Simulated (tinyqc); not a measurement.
Inside a calculation: quaternary alloy A(x)B(1-x)C(y)D(1-y) matched to a substrate. Values are carried at full precision from step to step, so a last printed digit may differ when a step is redone from the rounded ones.

Matching a(x,y) = a_s gives x = (a_s - y a_BC - (1 - y) a_BD)/(y (a_AC - a_BC) + (1 - y)(a_AD - a_BD)).
Constants: hc = 1239.841984 eV nm.

Parameters, chosen for this exercise (AC, AD, BC, BD near GaAs, GaP, InAs and InP; substrate near InP; the results hold for these values, not for the real material):
- a = (5.661, 5.456, 6.057, 5.875) angstrom (lattice constants of AC, AD, BC, BD)
- a_s = 5.875 angstrom (substrate)
- y = 0.96 (fraction of C)
- Eg = (1.519, 2.861, 0.413, 1.423) eV (gaps at Gamma of AC, AD, BC, BD)
- Cb = (0.425, 0.624, 0.214, 0.102) eV (bowing of ABC, ABD, ACD, BCD)
- dx = -0.012 (error of x in growth)

## The matched composition

Give numerator, denominator and x.

numerator = -0.17472 angstrom
denominator = -0.39692 angstrom
x = 0.4402

## The gap by rule 1

Q(x,y) = x y Q_AC + x (1 - y) Q_AD + (1 - x) y Q_BC + (1 - x)(1 - y) Q_BD for the lattice constant. Gap, rule 1: Q(x,y) - x (1 - x)[y C_ABC + (1 - y) C_ABD] - y (1 - y)[x C_ACD + (1 - x) C_BCD]. Rule 2 (mean of ternaries): {x (1 - x)[y T_ABC(x) + (1 - y) T_ABD(x)] + y (1 - y)[x T_ACD(y) + (1 - x) T_BCD(y)]}/{x (1 - x) + y (1 - y)}, T_ABC(x) = x E_AC + (1 - x) E_BC - C_ABC x (1 - x), T_ACD(y) = y E_AC + (1 - y) E_AD - C_ACD y (1 - y), and alike. Only the Gamma valley is followed.

Give the four weights, the bilinear part, the two bowing terms, the gap and hc/gap.

weights of AC, AD, BC, BD: [0.4226, 0.0176, 0.5374, 0.0224]

bilinear part = 0.9461 eV

bowing terms (eV): [0.1067, 0.0058]

gap = 0.8336 eV
wavelength = 1487 nm

## The gap by rule 2

Give the four ternary gaps and their weighted mean.

T_ABC, T_ABD, T_ACD, T_BCD (eV): [0.7951, 1.9022, 1.5645, 0.4495]

gap = 0.8530 eV

Rule 2 lies 19 meV above rule 1: it averages the two bowing terms where rule 1 adds them. Both agree on the ternary edges.

## An error in composition

Replace x by x + dx; mismatch (a_s - a)/a and change of the relaxed gap by rule 1.

a = 5.8798 angstrom
mismatch = -0.081 %
change of the gap = -12.7 meV

The layer would be under compression; the strain shift of the gap is not included.

## Checks

- Lattice constant at the matched composition against a_s (angstrom): both 5.8750.
- Rule 2 as a mean of ternaries against its form with averaged bowing (eV): both 0.8530.

(tinyqc, `OMP_NUM_THREADS=1 python tinyqc.py 1051228 1051229 out.jsonl`, Intel(R) Xeon(R) Processor @ 2.30GHz, 1 thread, shared host, about 0.01 s.)
